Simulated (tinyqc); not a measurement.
Inside a calculation. Model: floating body of a partially depleted SOI transistor: body voltage and kink.

Program tinyqc, `OMP_NUM_THREADS=1 python tinyqc.py 2182166 2182167 out.jsonl`; Intel Xeon 2.30GHz, shared host, one thread, about 0.2 s. Printed values are rounded.

Source at 0 V. Channel current Ic = 2 nf K Vt^2 [F(0) - F(Vd)](1 + la Vd), F(V) = ln^2(1 + exp((Vg - VT - nf V)/(2 nf Vt))), VT = VT0 - gb Vb. Saturation voltage Vs = 2 Vt sqrt(F(0)) + 3 Vt, excess Ve = (Vd - Vs + sqrt((Vd - Vs)^2 + 0.0004 V^2))/2, multiplication M1 = Ai Ve exp(-Bl/Ve). Each junction passes D(v) = J1 (exp(v/Vt) - 1) + J2 (exp(v/(2 Vt)) - 1). Bipolar current Ib = bb J1 (exp(Vb/Vt) - 1). The body settles where M1 (Ic + Ib) = D(Vb) + D(Vb - Vd) + Vb/Rb; drain current Id = (1 + M1)(Ic + Ib) - D(Vb - Vd).

Parameters, values chosen for the exercise; values of the order met in partially depleted silicon-on-insulator transistors: temperature T = 330 K; threshold at zero body voltage VT0 = 0.33 V; fall of the threshold per volt of body voltage gb = 0.21; slope factor nf = 1.2; gain factor per width K = 190 uA/(V^2 um); channel-length modulation factor la = 0.05 1/V; impact-ionisation prefactor Ai = 2.05 1/V; impact-ionisation voltage Bl = 8.5 V; diffusion saturation current of each junction J1 = 1.4e-12 uA/um; recombination saturation current of each junction J2 = 3.5e-9 uA/um; gain of the lateral bipolar transistor on the diffusion current bb = 1; resistance of a weak body tie to the source (1e9 stands for no tie, and the term is then dropped) Rb = 1e9 kohm um; gate voltage Vg = 0.62 V; drain voltage Vd = 1.3 V.

Constants: q = 1.602176634e-19 C, kB = 1.380649e-23 J/K, Vt = kB T/q. Results are converted to the units shown.

Range of the model: The multiplication law is an empirical form chosen for the exercise; self-heating and capacitive coupling to the body are left out, and the linear laws are rough once Vb passes about 0.7 V or M1 about 0.1.

## Starting value

Vb = 0.65 V.

Vb at the start = 0.65 V

## Iteration 1: new Vb

Current into the body I_in = M1 (Ic + Ib) - D(Vb - Vd), current out I_out = D(Vb) + Vb/Rb; f = ln(I_in/I_out), s = df/dVb by central differences over 1e-5 V, Vb(new) = Vb - f/s.

Ic = 15.34611 uA/um
Ve = 0.8592783 V
M1 = 8.909170e-5
I_in = 0.001368268 uA/um
I_out = 0.01215115 uA/um
f = -2.183878
s = -35.90448 1/V
Vb after iteration 1 = 0.5891753 V

## Iteration 2: new Vb

As before.

Ic = 14.44284 uA/um
Ve = 0.8698987 V
M1 = 1.017703e-4
I_in = 0.001469998 uA/um
I_out = 0.001503716 uA/um
f = -0.02267803
s = -35.02008 1/V
Vb after iteration 2 = 0.5885278 V

## Course of the iteration

Stop when the step is below 1e-10 V, or after 40 iterations.

Course of the iteration:
```
iteration,Vb before the step (V),step (V)
1,0.65,-0.0608
2,0.5891753,-6.48e-4
3,0.5885278,-1.34e-7
4,0.5885276,< 1e-14
```

Converged in 4 iterations.

## Drain current with floating and with grounded body

converged Vb = 0.5885276 V

Id and VT at the converged Vb, Id at Vb = 0, their ratio, and the bipolar share Ib/(Ic + Ib).

VT = 0.2064092 V
Id, floating = 14.43621 uA/um
Id, grounded = 7.140344 uA/um
ratio = 2.021780
bipolar share = 9.435077e-3 %

The body rises to 0.589 V and lowers the threshold by 124 mV.
